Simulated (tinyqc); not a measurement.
As the film thickens, and with more bath resistance: electroplating on a thin resistive seed layer: kinetics, Wagner number and the terminal effect across a wafer. Computed by tinyqc, a small Python program. Command: `OMP_NUM_THREADS=1 python tinyqc.py 3121078 3121079 out.jsonl terminal walk`. One thread of a shared host (Intel(R) Xeon(R) Processor @ 2.30GHz), about 0.02 s of CPU time with the checks.

Current enters the seed at the rim. The bath is treated as a local resistance per area (no lateral flow in the liquid), two electrons per ion, molar volume 7.11 cm^3/mol, Faraday constant F = e N_A, kinematic viscosity 0.01 cm^2/s, omega = 2 pi x rpm/60; k_B T/e is in volts.

Inputs (values chosen for the exercise, of the order of those for copper plating on a thin cobalt or ruthenium seed): wafer radius R = 7.5 cm; seed thickness t = 30 nm; seed resistivity = 8.9 microohm cm; bath conductivity kappa = 0.045 S/cm; gap to the anode h = 2.1 cm; extra resistance of a porous plate = 35 ohm cm^2; exchange current density i_0 = 0.67 mA/cm^2; cathodic transfer coefficient alpha = 0.87; mean current density = 13 mA/cm^2; diffusivity of the metal ion = 6.5e-06 cm^2/s; metal ion concentration = 0.29 mol/L; rotation rate = 200 rpm; temperature T = 298 K.

Constants: e = 1.602176634e-19 C; N_A = 6.02214076e+23 1/mol; k_B = 8.617333262e-05 eV/K.

Method:
- Growth rate = i V_m/(2 F). Levich limit i_L = 0.62 x 2 F D^(2/3) omega^(1/2) nu^(-1/6) c. Tafel overpotential eta = (k_B T/(alpha e)) ln(i/i_0); kinetic resistance k_B T/(alpha e i); bath resistance h/kappa + plate; R_s = resistivity/t; Wagner number = kinetic resistance x kappa/R.
- Full model: seed potential phi(r) with (1/r)(r phi')' = R_s i, where i solves phi = R_b i + (k_B T/(alpha e)) ln(i/i_0) (phi being the driving voltage left at r); phi'(0) = 0 and phi'(R) = R_s i_mean R/2. Solved by collocation to a tolerance of 1e-7.
- The film is taken as uniform, with the seed resistivity; the last column adds 100 ohm cm^2 to R_b. Extra power of that plate = i^2 x 100 ohm cm^2 x area.

sheet resistance R_s = 2.96667 ohm/square

bath resistance R_b = 81.6667 ohm cm^2

Edge over centre:
```
thickness (nm)  R_s (ohm/square)  as given  with 100 ohm cm^2 more
30                        2.9667    1.5619                  1.2400
45                        1.9778    1.3597                  1.1570
60                        1.4833    1.2643                  1.1167
90                        0.9889    1.1727                  1.0770
150                       0.5933    1.1019                  1.0459
300                       0.2967    1.0503                  1.0228
600                       0.1483    1.0250                  1.0114
```

extra power = 2.9865 W

The ratio falls below 1.1 from 300 nm on as given, and from 90.0 nm on with the added resistance: what counts is R_s R^2 against the sum of kinetic and bath resistance.
